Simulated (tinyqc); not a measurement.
# Worked calculation: nanowire ballistic transistor, top-of-the-barrier model

Program tinyqc, `OMP_NUM_THREADS=1 python tinyqc.py 2400066 2400067 out.jsonl`; Intel Xeon 2.30GHz, shared host, one thread, about 0.04 s. Printed values are rounded.

At the top of the source barrier, states moving towards the drain are filled by the source (Fermi level 0) and states moving back by the drain (Fermi level -q Vd); nothing scatters. U is the shift of the band edge there, set by the capacitances CG, CD and CS (the total) and by the charge. Parabolic one-dimensional subband; the source is grounded.

Values chosen for this exercise; mass and valleys close to those of germanium:
- T = 300 K (temperature)
- m = 0.116 m0 (effective mass)
- gv = 4 (valley degeneracy)
- eox = 3.9 (relative permittivity of the gate insulator)
- tox = 2.4 nm (insulator thickness)
- d = 8 nm (wire diameter)
- aG = 0.94 (gate control CG/CS)
- aD = 0.041 (drain control CD/CS)
- E0 = 0.2 eV (band edge at the barrier top above the source Fermi level at zero bias)
- Vg = 0.7 V (gate voltage)
- Vd = 0.2 V (drain voltage)

Constants: q = 1.602176634e-19 C, kB = 1.380649e-23 J/K, hbar = 1.054571817e-34 J s, h = 6.62607015e-34 J s, m0 = 9.1093837015e-31 kg, Vt = kB T/q, eps0 = 8.8541878128e-14 F/cm where lengths are in cm. Results are converted to the units shown.

## Density of states, capacitances and charge at zero bias

N0 = gv sqrt(2 m kB T/pi)/hbar, CG = 2 pi eps0 eox/ln(1 + 2 tox/d), CS = CG/aG, n0 = n at U = 0 and Vd = 0. eta1 = -(E0 + U)/Vt, eta2 = eta1 - Vd/Vt, n = (N0/2)[F_(-1/2)(eta1) + F_(-1/2)(eta2)], F_(-1/2)(x) = (1/sqrt(pi)) int_0^infinity u^(-1/2)/(1 + exp(u - x)) du. UL = -(aG Vg + aD Vd).

N0 = 6.33140e6 cm^-1
CG = 4.61628 pF/cm
CS = 4.91093 pF/cm
n0 = 2763.84 cm^-1
UL = -0.6662 eV

## Iteration 1: self-consistent potential at the barrier top

U at the start (U = UL) = -0.6662 eV

eta1 = -(E0 + U)/Vt, eta2 = eta1 - Vd/Vt, n = (N0/2)[F_(-1/2)(eta1) + F_(-1/2)(eta2)], F_(-1/2)(x) = (1/sqrt(pi)) int_0^infinity u^(-1/2)/(1 + exp(u - x)) du. U(out) = UL + q (n - n0)/CS. Newton step: U(new) = U + (U(out) - U)/(1 + CQ/CS), CQ = (q/Vt) dn/d(eta1) with both F' summed; F' = dF_(-1/2)/dx.

eta1 = 18.0334
eta2 = 10.2971
n = 2.65656e7 cm^-1
U(out) = 0.200406 eV
CQ = 6.11176 pF/cm
U after iteration 1 = -0.280102 eV

## Iteration 2: self-consistent potential at the barrier top

As before.

eta1 = 3.09847
eta2 = -4.63787
n = 6.00919e6 cm^-1
U(out) = -0.470242 eV
CQ = 7.12927 pF/cm
U after iteration 2 = -0.357656 eV

## Course of the iteration: self-consistent potential at the barrier top

Stop when U changes by less than 1e-9 eV, or after 90 iterations.

Course of the iteration:
```
iteration     U (eV)  |change| (eV)
1          -0.280102          0.386
2          -0.357656         0.0776
3          -0.360333        2.68e-3
4          -0.360312        2.04e-5
5          -0.360312        1.25e-9
6          -0.360312              0
```

Converged in 6 iterations. At the end the number of correct digits about doubles with each step.

## Current, mean velocity and share of the gate voltage

converged U = -0.360312 eV

N0 = gv sqrt(2 m kB T/pi)/hbar, CG = 2 pi eps0 eox/ln(1 + 2 tox/d), CS = CG/aG, n0 = n at U = 0 and Vd = 0. eta1 = -(E0 + U)/Vt, eta2 = eta1 - Vd/Vt, n = (N0/2)[F_(-1/2)(eta1) + F_(-1/2)(eta2)], F_(-1/2)(x) = (1/sqrt(pi)) int_0^infinity u^(-1/2)/(1 + exp(u - x)) du. I = gv (2 q^2/h) Vt [ln(1 + exp eta1) - ln(1 + exp eta2)]. Mean velocity I/(q n). CQ = (q/Vt) dn/d(eta1); the band edge follows the gate as -dU/dVg = aG/(1 + CQ/CS).

eta1 = 6.20115
n = 9.37873e6 cm^-1
I = 48.1377 uA
mean velocity = 3.20355e7 cm/s
CQ = 7.84598 pF/cm
-dU/dVg = 0.361865 eV/V

The carriers from the source are degenerate (eta1 = 6.20), and the mean velocity is 2.03 times vT = sqrt(2 kB T/(pi m)) = 1.58e7 cm/s.
